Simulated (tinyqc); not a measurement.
# Mobility and doping from two currents

Problem. A trap-free film with injecting contacts is fitted, with diffusion neglected, by J = q mu N V/Lf + (9/8) eps0 eps_r mu V^2/Lf^3. Find mu, N and the voltage at which both terms are equal.

Inputs (values chosen for the exercise): relative permittivity eps_r = 11.6; film thickness Lf = 720 nm.

Constants: q = 1.602176634e-19 C, eps0 = 8.8541878128e-14 F/cm where lengths are in cm. Results are converted to the units shown.

J at 3.2 and 8 V (A/cm^2): 1445.7731  5991.9461

Solution. J/V is a straight line in V: the slope gives mu and the intercept mu N.

mu = 20.00 cm^2/(V s)
N = 5.700e15 cm^-3
crossover voltage = 4.097 V

tinyqc, about 1 s, one thread, Intel Xeon 2.30GHz (shared host): `OMP_NUM_THREADS=1 python tinyqc.py 2730042 2730043 out.jsonl`
